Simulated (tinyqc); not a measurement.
# Solid solubility of a dopant against its melt (retrograde solidus), clustering and the electrically active fraction, step by step

A worked calculation. Computed by tinyqc, a small Python program that keeps every step. Command: `OMP_NUM_THREADS=1 python tinyqc.py 3027457 3027458 out.jsonl retro walk`. One thread of a shared host (Intel(R) Xeon(R) Processor @ 2.30GHz), about 0.01 s of CPU time with the checks. Intermediate numbers are printed to about 6 digits and carried at full precision; extremes and crossings named in words are read from the listed rows.

Inputs (values chosen for the exercise, of the order of those of gold in silicon for the solubility):
```
quantity                                      value        unit
melting point of the host T_m                  1687           K
heat of melting of the host H_f                50.2      kJ/mol
interaction L of the melt                       -21      kJ/mol
enthalpy of transfer from melt to solid H      1.64          eV
entropy of transfer S                          2.29         k_B
site density N0                               5e+22      1/cm^3
temperature T                                  1490           K
total dopant density N_t                      3e+20      1/cm^3
atoms per cluster m                               2           -
cluster scale N* at 1273 K                  5.1e+20      1/cm^3
activation energy E_b of the cluster scale     0.34          eV
anneal temperature T_a                         1325           K
mobility mu                                      50  cm^2/(V s)
```

Clustering: clusters of m atoms, electrons left out.

Constants: R = 8.314462618 J/(mol K); k_B = 8.617333262e-05 eV/K; e = 1.602176634e-19 C; N_A = 6.02214076e+23 1/mol.

## Liquidus and solidus at T

x_l and x_s are atom fractions of the dopant in melt and solid; the solid is dilute. Liquidus of the host: R T ln(1 - x_l) + L x_l^2 = -H_f (1 - T/T_m). Distribution: k = x_s/x_l = exp[L (1 - x_l)^2/(R T)] exp(S/k_B - H/(k_B T)), the first factor being the activity coefficient in the melt. Solubility = x_s N0; at T_m x_l = 0.

x_l = 0.285013

distribution coefficient k = 1.17776e-05

x_s = 3.35677e-06

solubility = 1.67838e+17 1/cm^3

k at the melting point = 2.78583e-05

k has changed by a factor 0.42 from its value at T_m, while x_l has grown from 0 to 0.285.

## The retrograde maximum

The largest x_s N0 between 900 K and T_m. For an ideal melt with constant heats the maximum has x_l = H_f/(H + H_f), H in the same units.

temperature of the maximum = 1542.82 K

largest solubility = 1.80492e+17 1/cm^3

x_l there = 0.223364

ideal-melt value H_f/(H + H_f) = 0.240841

The maximum lies 144 K below T_m: above it the melt runs out of dopant, below it k falls as exp(-H/(k_B T)).

## The solidus

The formulas are those given above.

Against temperature:
```
T (K)       x_l            k  solubility (1/cm^3)  over the maximum
1000   0.702490  4.28755e-08          1.50598e+15          0.008344
1100   0.630763  2.21172e-07          6.97537e+15          0.038646
1200   0.553788  8.41081e-07          2.32890e+16          0.129031
1300   0.470368  2.51173e-06          5.90719e+16          0.327283
1400   0.378368  6.13800e-06          1.16121e+17          0.643359
1500   0.273807  1.25527e-05          1.71850e+17          0.952123
1580   0.175589  1.95671e-05          1.71788e+17          0.951777
1640   0.086920  2.49534e-05          1.08448e+17          0.600845
1675   0.024436  2.73407e-05          3.34052e+16          0.185079
```

Between the first rows the Arrhenius energy of the solubility is 1.45 eV, against H = 1.64 eV; it shrinks to zero at 1543 K and turns negative beyond. A crystal saturated at the maximum precipitates dopant-rich liquid on cooling and on heating alike. Below a eutectic or compound temperature another phase would set the limit.

## Active fraction after the anneal

A highly soluble donor (another dopant than that of the solidus) is limited by clustering. Donors N_a are active, and clusters hold m atoms each: N_t = N_a + m C, m C = N* (N_a/N*)^m, with N*(T) = N*(1273 K) exp[-(E_b/k_B)(1/T - 1/1273)]. Resistivity = 1/(e mu N_a).

N*(T_a) = 5.75965e+20 1/cm^3

active density N_a = 2.17709e+20 1/cm^3

active fraction = 0.725695

resistivity = 0.573382 milliohm cm

Doubling the dose would raise N_a by only 68 %. Caution: this clustering law is a generic form; degeneracy and a doping-dependent mobility are left out.

## Active against total

A highly soluble donor (another dopant than that of the solidus) is limited by clustering. Donors N_a are active, and clusters hold m atoms each: N_t = N_a + m C, m C = N* (N_a/N*)^m, with N*(T) = N*(1273 K) exp[-(E_b/k_B)(1/T - 1/1273)].

Active density (1/cm^3):
```
N_t (1/cm^3)   N_a at T_a  fraction  N_a at T_a + 150 K  N_a at T_a - 150 K
1.00e+19      9.83216e+18  0.983216         9.87493e+18         9.75821e+18
3.00e+19      2.85817e+19  0.952722         2.89268e+19         2.80081e+19
1.00e+20      8.68914e+19  0.868914         8.96839e+19         8.26533e+19
2.00e+20      1.57132e+20  0.785660         1.65057e+20         1.45928e+20
5.00e+20      3.21047e+20  0.642093         3.46240e+20         2.88564e+20
1.00e+21      5.23744e+20  0.523744         5.75381e+20         4.60811e+20
2.00e+21      8.23262e+20  0.411631         9.18336e+20         7.12167e+20
5.00e+21      1.43328e+21  0.286657         1.62271e+21         1.22009e+21
```

The exponent d ln N_a/d ln N_t falls from 0.97 to 0.61, towards 1/m = 0.500. At the highest dose a 150 K hotter anneal gives 1.13 times the active density, and a later step 150 K cooler would cut it to 0.85 if it ran to equilibrium: short hot anneals come last. For ionised donors far above n_i the electrons enter the mass action too and halve the limiting exponent.

Checks made by the program: the ideal-melt maximum (relative difference 2e-09).
